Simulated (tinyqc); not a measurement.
# Changing the frequency f

Model: longitudinal sound in a periodic multilayer: transfer matrices, stop bands and folded phonons. Computed by tinyqc, a small Python program. Command: `OMP_NUM_THREADS=1 python tinyqc.py 3004553 3004554 out.jsonl multilayer sweep`. One thread of a shared host (Intel(R) Xeon(R) Processor @ 2.30GHz), about 0.01 s of CPU time with the checks.

Layers 1 and 2 repeat with period d = d_1 + d_2; waves travel normal to the layers, without loss. State vector (u, s): displacement u and stress divided by omega. Impedances Z = rho v are in 1e6 kg/(m^2 s).

Inputs (values chosen for the exercise, modelled on silica (layer 1), titanium nitride (layer 2) and silicon (substrate)): density rho_1 = 2.18 g/cm^3; velocity v_1 = 5870 m/s; thickness d_1 = 3.38 nm; density rho_2 = 5.32 g/cm^3; velocity v_2 = 10300 m/s; thickness d_2 = 13.5 nm; substrate density = 2.33 g/cm^3; substrate velocity = 8290 m/s; periods N = 20.

Method:
- Z = rho v; interface reflection r = (Z_2 - Z_1)/(Z_2 + Z_1) (stress amplitude, from 1 into 2); Bragg frequency f_B = 1/[2 (d_1/v_1 + d_2/v_2)]; long-wave velocity v_eff = d/sqrt[(d_1/v_1)^2 + (d_2/v_2)^2 + (Z_1/Z_2 + Z_2/Z_1)(d_1/v_1)(d_2/v_2)].
- A layer maps (u, s) by [[cos p, sin p/Z], [-Z sin p, cos p]], p = 2 pi f d_i/v_i; one period is M = M_2 M_1, and cos(q d) = trace(M)/2.
- For N periods A = M^N. A wave comes from a thick layer of material 1 and leaves into the substrate (Z_s): transmitted power T = 4 Z_1 Z_s/|Z_1 A_22 + Z_s A_11 - i (Z_1 Z_s A_12 - A_21)|^2, reflected power R = 1 - T.

One run for each value:
```
frequency f (GHz)  trace(M)/2  transmitted power T  T in decibel (dB)
53.0                   0.7077           9.6017e-01        -1.7654e-01
97.9                   0.0841           4.2530e-01        -3.7131e+00
143.0                 -0.6985           8.4316e-01        -7.4089e-01
188.0                 -1.4021           1.1245e-15        -1.4949e+02
232.0                 -1.8068           5.9120e-21        -2.0228e+02
277.0                 -1.7935           1.2393e-20        -1.9907e+02
322.0                 -1.3243           9.5542e-14        -1.3020e+02
367.0                 -0.4997           8.4951e-01        -7.0833e-01
412.0                  0.4821           7.8289e-01        -1.0630e+00
457.0                  1.3779           7.2992e-15        -1.4137e+02
502.0                  1.9668           1.6885e-22        -2.1773e+02
546.0                  2.1117           5.8740e-24        -2.3231e+02
591.0                  1.7985           6.5870e-21        -2.0181e+02
636.0                  1.1210           1.5980e-09        -8.7964e+01
```

Over the rows, trace(M)/2 lies between -1.81 and 2.11 without a single trend. Rows with |trace/2| > 1 lie in stop bands: 9 of 14; the smallest T, 5.9e-24, falls at 546 GHz.

Extremes, crossings and ranges named in words are read from the listed rows.
